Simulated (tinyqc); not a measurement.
Changing the temperature T: Landau-Devonshire theory of a uniaxial ferroelectric. Computed by tinyqc, a small Python program. Command: `OMP_NUM_THREADS=1 python tinyqc.py 3008189 3008190 out.jsonl ferro sweep`. One thread of a shared host (Intel(R) Xeon(R) Processor @ 2.30GHz), about 0.02 s of CPU time with the checks.

G(P) = (alpha/2) P^2 + (beta*/4) P^4 + (gamma/6) P^6 - E P per volume, SI units, one domain, P along the polar axis, which is normal to the film.

Inputs (values chosen for the exercise, for a model ferroelectric):
```
quantity                          value         unit
alpha_0                        1.17e+06  J m/(C^2 K)
Curie-Weiss temperature T0          780            K
beta                           4.96e+09    J m^5/C^4
gamma                           4.1e+10    J m^9/C^6
misfit strain u_m               -0.0012            -
electrostriction Q12             -0.015      m^4/C^2
compliance s11 + s12            7.8e-12        m^2/N
film thickness d                    9.2           nm
screening length lambda           0.011           nm
background permittivity eps_b         8            -
gradient coefficient g          1.6e-10    J m^3/C^2
```

Sample: epitaxial film.

Constants: eps_0 = 8.8541878128e-12 F/m.

Method:
- alpha = alpha_0 (T - T0*), with clamping: T0* = T0 + 4 Q12 u_m/(alpha_0 (s11 + s12)), beta* = beta + 4 Q12^2/(s11 + s12).
- Ps^2 = [-beta* + sqrt(beta*^2 - 4 alpha gamma)]/(2 gamma).
- chi = 1/(eps_0 G''), G'' = alpha + 3 beta* P^2 + 5 gamma P^4 at Ps. Ps, chi and the coercive field are for perfect screening, without a depolarising field. The intrinsic coercive field is |alpha P + beta* P^3 + gamma P^5| at the P_c where G'' = 0. 1 C/m^2 = 100 microcoulomb/cm^2.
- With the term (g/2) (dP/dx)^2, (g/2) P'^2 = G(P) - G(Ps) across the wall: energy = int_(-Ps)^(Ps) sqrt(2 g [G(P) - G(Ps)]) dP (40 Gauss-Legendre points); width = 2 Ps over the slope at P = 0, sqrt(2 |G(Ps)|/g). Elastic coupling inside the wall is left out.
- Between shorted electrodes with screening length lambda each, the depolarising field is -k P, k = 2 lambda/(eps_0 (d + 2 lambda eps_b)), so alpha turns into alpha + k.
- The polar state is the lowest uniform state while alpha + k < 0 (beta* > 0) or < 3 beta*^2/(16 gamma) (beta* < 0); setting the equality gives the critical thickness d_c.

One run for each value; columns: (1) temperature T (K); (2) spontaneous polarisation Ps (microcoulomb/cm^2); (3) susceptibility chi; (4) intrinsic coercive field (MV/m); (5) wall energy (mJ/m^2); (6) critical thickness d_c (nm):
```
(1)    (2)   (3)    (4)    (5)    (6)
312  26.47    74  64.06  21.31    4.3
363  25.38    85  54.50  18.44    4.8
414  24.19    98  45.38  15.65    5.5
465  22.87   115  36.76  12.94    6.4
517  21.36   140  28.53  10.28    7.7
568  19.66   177  21.08   7.79    9.5
619  17.64   238  14.35   5.45   12.4
670  15.14   354   8.47   3.33   17.8
721  11.78   656   3.67   1.50   31.6
772   5.97  2955   0.43   0.18  133.5
```

Describe and explain the trends.

Over the rows, spontaneous polarisation Ps (microcoulomb/cm^2) falls from 26.5 to 5.97 (exponent d ln y / d ln x -0.28 between the first rows and -9.9 between the last); susceptibility chi rises from 74.5 to 2950 (exponent d ln y / d ln x 0.84 between the first rows and 22 between the last); intrinsic coercive field (MV/m) falls from 64.1 to 0.431 (exponent d ln y / d ln x -1.1 between the first rows and -31 between the last). Ps^2 falls from 701 to 35.6 and 1/chi from 0.0134 to 3.38e-4: the well gets shallower as alpha shrinks in size, so the crystal softens to the field and thin films lose P sooner.

Caution (rows 312, 363): far below T0* the expansion with linear alpha(T) is only a fit.

Extremes, crossings and ranges named in words are read from the listed rows.
